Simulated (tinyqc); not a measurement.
From one set of inputs to another, one input at a time: concentration-dependent dopant diffusion with charged defects and the built-in field. Computed by tinyqc, a small Python program. Command: `OMP_NUM_THREADS=1 python tinyqc.py 3024847 3024848 out.jsonl extrinsic ladder`. One thread of a shared host (Intel(R) Xeon(R) Processor @ 2.30GHz), about 0.5 s of CPU time with the checks.

A constant source C_s feeds a half space. The dopant moves through neutral point defects and through charged ones, whose number grows with the majority carrier density n.

The inputs printed are set A. Inputs not listed in the table keep their values of set A, so the rows need not describe a real material.

Inputs (values chosen for the exercise, modelled on phosphorus in silicon):
```
quantity                        value    unit
neutral prefactor D0x            3.58  cm^2/s
neutral activation energy E0     3.65      eV
singly charged prefactor D01     4.11  cm^2/s
activation energy E1             3.99      eV
doubly charged prefactor D02     47.4  cm^2/s
activation energy E2             4.35      eV
surface concentration C_s     9.8e+18  1/cm^3
junction level C_B            5.5e+16  1/cm^3
temperature T                    1150       C
time t                           2200       s
```

Field enhancement: on.

Constants: k_B = 8.617333262e-05 eV/K.

Method:
- n_i = 3.87e16 T^1.5 exp(-7014/T) per cm^3 (T in kelvin, an empirical form); each D = prefactor x exp(-E/(k_B T)); the intrinsic diffusivity D_i is their sum.
- Temperatures in kelvin are T(C) + 273.15.
- n = C/2 + sqrt(C^2/4 + n_i^2); D(C) = h [Dx + D1 (n/n_i) + D2 (n/n_i)^2], h = 1 + C/sqrt(C^2 + 4 n_i^2).
- With y = x/sqrt(D_s t), u = C/C_s and q = -(D/D_s) du/dy: du/dy = -q D_s/D, dq/dy = -(y/2) q D_s/D, u(0) = 1. The surface flux q(0) is shot so that u tends to 0 (LSODA, an adaptive multistep solver, relative tolerance 1e-10). Dose Q = 2 q(0) C_s sqrt(D_s t).
- The junction lies where C = C_B.

Each row keeps all changes above it:
```
input moved                                                                 from          to  junction depth x_j (nm)  enhancement D_s/D_i  junction in units of sqrt(D_s t)
set A                                                                          -           -                   1309.6                1.388                            3.4425
junction level C_B (1/cm^3)                                              5.5e+16     2.8e+15                   1692.7                1.388                            4.4495
temperature T (C)                                                           1150        1050                    548.6                1.586                            4.2096
time t (s)                                                                  2200        1500                    453.0                1.586                            4.2096
singly charged prefactor D01 (cm^2/s) and activation energy E1 (eV)   4.11, 3.99  3.91, 4.02                    449.5                1.573                            4.2240
neutral prefactor D0x (cm^2/s) and neutral activation energy E0 (eV)  3.58, 3.65  4.05, 3.67                    438.8                1.579                            4.2177
surface concentration C_s (1/cm^3)                                       9.8e+18     1.3e+20                    647.2               14.038                            2.0859
```

Junction depth x_j goes from 1310 to 647, a factor 0.494 in all. The largest single move comes from temperature T (a factor 0.324), and surface concentration C_s works against it (a factor 1.47). Enhancement D_s/D_i goes from 1.39 to 14.0, a factor 10.1 in all. The largest single move comes from surface concentration C_s (a factor 8.89). Junction in units of sqrt(D_s t) goes from 3.44 to 2.09, a factor 0.606 in all. The largest single move comes from surface concentration C_s (a factor 0.495), and junction level C_B works against it (a factor 1.29). The single moves hold for this order of the switches; the total does not depend on the order.

Caution (rows surface concentration C_s): at such concentrations dopants can cluster or exceed their solubility; the active fraction and the diffusivity then fall below the model. Caution (rows surface concentration C_s): heavily doped phosphorus shows a kink and a deep tail, which this model leaves out.

Extremes, crossings and ranges named in words are read from the listed rows.
